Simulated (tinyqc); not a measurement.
Inside a calculation. Model: Schottky diode by thermionic emission with image-force lowering and series resistance.

tinyqc, about 0.01 s, one thread, Intel Xeon 2.30GHz (shared host): `OMP_NUM_THREADS=1 python tinyqc.py 2640029 2640030 out.jsonl` Printed values are rounded.

Metal on an n-type semiconductor with one parabolic valley; V > 0 is forward bias (metal positive). I = I0 [exp(Vj/(n Vt)) - 1] with Vj = V - I Rs; I0 = S A* T^2 exp(-(phi - dphi)/Vt), the lowering dphi taken at zero bias.

Parameters, values chosen for the exercise; band and dielectric values those of a made-up semiconductor: temperature T = 200 K; electron mass me = 0.248 m0; relative permittivity eps_r = 8.1; barrier height seen from the metal phi = 0.52 eV; donor density Nd = 3.4e15 cm^-3; area S = 1.5e-5 cm^2; ideality factor n = 1.05; series resistance Rs = 0.73 ohm; applied bias V = 0.57 V.

Constants: q = 1.602176634e-19 C, kB = 1.380649e-23 J/K, h = 6.62607015e-34 J s, m0 = 9.1093837015e-31 kg, Vt = kB T/q, eps0 = 8.8541878128e-14 F/cm where lengths are in cm. Results are converted to the units shown.

Range of the model: At the applied forward bias V the junction voltage comes within 3 Vt of Vbi (or passes it), where the depletion layer is gone and the emission formula overstates the current.

## Saturation current

A* = 4 pi q me m0 kB^2/h^3 (times 1e-4 for A/(cm^2 K^2)); Nc = 2 (2 pi me m0 kB T/h^2)^1.5 (times 1e-6 for cm^-3); xi = Vt ln(Nc/Nd), Vbi = phi - xi; surface field Em = sqrt(2 q Nd (Vbi - V - Vt)/(eps0 eps_r)); dphi = sqrt(q Em/(4 pi eps0 eps_r)). Here V = 0 in Em.

A* = 29.8030 A/(cm^2 K^2)
Nc = 1.68699e18 cm^-3
Vbi = 0.413026 V
Em = 24.5203 kV/cm
dphi = 20.8784 meV
I0 = 4.73259e-12 A

The lowering raises I0 by a factor of 3.36.

## Iteration 1: junction voltage

Vj at the start = 0.26 V

Fixed-point step: I = (V - Vj)/Rs, then Vj(new) = n Vt ln(1 + I/I0).

Vj after iteration 1 = 0.456393 V

## Iteration 2: junction voltage

As before.

Vj after iteration 2 = 0.438227 V

## Course of the iteration

Stop when Vj changes by less than 1e-10 V, or after 50 iterations.

Course of the iteration:
```
iteration    Vj (V)  change (V)
1          0.456393       0.196
2          0.438227      0.0182
3          0.440911     2.68e-3
4          0.440539     3.72e-4
5          0.440591     5.21e-5
6          0.440584     7.29e-6
7          0.440585     1.02e-6
8          0.440585     1.43e-7
9          0.440585     1.99e-8
10         0.440585     2.79e-9
11         0.440585    3.90e-10
12         0.440585    5.45e-11
```

Converged in 12 iterations. The error shrinks by n Vt/(Rs (I + I0)) = 0.14 a step near the solution.

## Current and small-signal resistance

converged Vj = 0.440585 V

I = I0 [exp(Vj/(n Vt)) - 1], dV/dI = Rs + n Vt/(I + I0).

I = 177.281 mA
drop over Rs = 0.129415 V
dV/dI = 0.832077 ohm
